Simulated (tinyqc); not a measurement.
From screening to the Mott criterion: hydrogenic impurity: series, fields, screening, photoionisation and donor-acceptor pairs. Computed by tinyqc, a small Python program. Command: `OMP_NUM_THREADS=1 python tinyqc.py 3003717 3003718 out.jsonl hydrogenic walk`. One thread of a shared host (Intel(R) Xeon(R) Processor @ 2.30GHz), about 0.01 s of CPU time with the checks.

One isotropic, parabolic band. Effective units: Ry* and a*, in which H = -nabla^2 - 2/r.

Inputs (values chosen for the exercise, modelled on ZnSe): electron mass m = 0.154 m_0; dielectric constant eps = 8.98; donor density N = 1.2e+17 cm^-3.

Parts treated: magnetic field and screening.

Constants: Ry = 13.605693123 eV; a_0 = 0.529177210903 angstrom; h x 1 THz = 4.135667696 meV.

Method:
- Ry* = Ry m/eps^2, a* = a_0 eps/m; level n is bound by Ry*/n^2; <r> = (3/2) a* in 1s; lines 1s -> np at Ry* (1 - 1/n^2); 1 THz = 4.135667696 meV.
- Thomas-Fermi screening by N free electrons of one valley, taken as a degenerate gas (the hypothesis that all donors are ionised): q a* = sqrt(4 k_F a*/pi), k_F = (3 pi^2 N)^(1/3).
- Screened potential -(2/r) exp(-q r). Basis exp(-zeta r), zeta_k = 0.02 x 1.6^k, k = 0..23: S = 2/s^3, T = zeta_i zeta_j S, V = -2/(s + q)^2 with s = zeta_i + zeta_j; overlap eigenvalues below 1e-11 are dropped.
- First order: 1 - 2 q a*. One exponent: the maximum over zeta of 8 zeta^3/(2 zeta + q)^2 - zeta^2 (golden section on 0.01 to 1.2).

a* = 30.8572 angstrom

Binding (Ry*):
```
N^(1/3) a*   N (cm^-3)     q a*  first order  one exponent    basis
0.0030      9.1895e+11  0.10871      0.78259       0.79917  0.79919
0.0091      2.5648e+13  0.18933      0.62135       0.66951  0.66964
0.0230      4.1411e+14  0.30099      0.39801       0.51337  0.51401
0.0460      3.3129e+15  0.42567      0.14866       0.36735  0.36930
0.0760      1.4941e+16  0.54714     -0.09428       0.25044  0.25467
0.1100      4.5301e+16  0.65825     -0.31649       0.16323  0.17051
0.1500      1.1487e+17  0.76867     -0.53733       0.09371  0.10492
```

What does the comparison show, and why?

The binding falls from 0.799 to 0.105 Ry*. First order, a constant shift of the potential, overshoots and turns negative from q a* = 0.5. One exponent loses the state at q a* = 1 (N^(1/3) a* = 0.254, the classic form of the Mott criterion); the full basis keeps it to 1.19. The dilute rows are formal, since there the electrons are bound or non-degenerate.

Extremes, crossings and ranges named in words are read from the listed rows.
